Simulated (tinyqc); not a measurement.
Raising U: Hubbard chain of 4 sites, mean field against exact. Computed by the program tinyqc. Command: `OMP_NUM_THREADS=1 python tinyqc.py 112019 112020 out.jsonl`; one thread of a shared host (Intel(R) Xeon(R) Processor @ 2.60GHz), about 6 s.

one-body matrix (hopping and site energies) (eV):
```
         1        2        3        4
1   0.0000  -1.7800   0.0000   0.0000
2  -1.7800   0.0000  -1.7800   0.0000
3   0.0000  -1.7800   0.0000  -1.7800
4   0.0000   0.0000  -1.7800   0.0000
```

electrons, up and down: 2  2

Collinear unrestricted mean field (the lowest of 40 random starts) against exact diagonalisation.

Exact and mean-field results (eV):

| U | U/t | E exact | E mean field | mean \|n_up - n_down\| | double occupancy, exact | first gap in the sector |
|---|---|---|---|---|---|---|
| 0.8900 | 0.5000 | -7.116589 | -7.070402 | 0.0000 | 0.2241 | 1.9532 |
| 1.7800 | 1.0000 | -6.364151 | -6.180402 | 0.0000 | 0.1988 | 1.7420 |
| 3.5600 | 2.0000 | -5.119178 | -4.444727 | 0.3935 | 0.1521 | 1.4040 |
| 5.3400 | 3.0000 | -4.178419 | -3.278746 | 0.6966 | 0.1138 | 1.1515 |
| 7.1200 | 4.0000 | -3.476599 | -2.553092 | 0.8199 | 0.0849 | 0.9616 |
| 10.6800 | 6.0000 | -2.548846 | -1.746183 | 0.9177 | 0.0494 | 0.7077 |
| 14.2400 | 8.0000 | -1.988567 | -1.320884 | 0.9534 | 0.0312 | 0.5529 |
| 21.3600 | 12.0000 | -1.367161 | -0.885851 | 0.9792 | 0.0152 | 0.3805 |
| 35.6000 | 20.0000 | -0.834143 | -0.533108 | 0.9925 | 0.0057 | 0.2323 |

In absolute terms mean field is worst at U/t = 4.0, 0.924 eV too high: at small U it is nearly exact, and at large U it misses only exchange-scale energies. Its local moments set in at U/t = 2.0 of those listed, a broken symmetry that the exact state of a finite cluster with equal spins does not have. Relative to the exact energy its error is 0.6 % at the smallest U, 36 % at most and 36 % at the largest. The double occupancy falls from 0.224 to 0.006; at the largest U the first gap is 0.65 times the exchange scale 4t^2/U.
